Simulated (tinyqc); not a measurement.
From results back to parameters: band-to-band tunnelling across a p-n junction in a two-band chain. Three cases, with inputs chosen for the exercise.

Problem. In a uniform field T = exp(-B/F), B = (pi/4) sqrt(m/c) Eg^(3/2), c = hbar^2/2m0, 1 V/angstrom = 100 MV/cm. m is the band-edge mass, the same for both bands (twice the reduced mass). The ratio below comes from a hidden m.

Constants: hbar^2/2m0 = 3.80998211 eV angstrom^2.

Find: B; m.

Method. B is the logarithm over 1/F1 - 1/F2, and m = c (4B/pi)^2/Eg^3 with B in V/angstrom.

Case 1.

Values chosen (out of a larger set: gap and mass near those of GaSb; not measured data): Eg = 0.721 eV (gap); F1 = 1.27 MV/cm (first field); F2 = 3.2 MV/cm (second field).

ln(T2/T1) = 2.400358

Solution.

B = 5.054 MV/cm
m = 0.0421 m0

Case 2.

Values chosen (out of a larger set: gap and mass near those of GaAs; not measured data): Eg = 1.42 eV (gap); F1 = 1.16 MV/cm (first field); F2 = 3.38 MV/cm (second field).

ln(T2/T1) = 10.508328

Solution.

B = 18.559 MV/cm
m = 0.0743 m0

Case 3.

Values chosen (out of a larger set: gap and mass near those of Ge (direct gap); not measured data): Eg = 0.798 eV (gap); F1 = 1.12 MV/cm (first field); F2 = 2.8 MV/cm (second field).

ln(T2/T1) = 3.080910

Solution.

B = 5.751 MV/cm
m = 0.0402 m0

Computed by tinyqc, one run a case: `OMP_NUM_THREADS=1 python tinyqc.py N N+1 out.jsonl` with N = 1452811, 1452816, 1452858; one thread of a shared Intel(R) Xeon(R) Processor @ 2.30GHz, about 0.01 s a run at most.
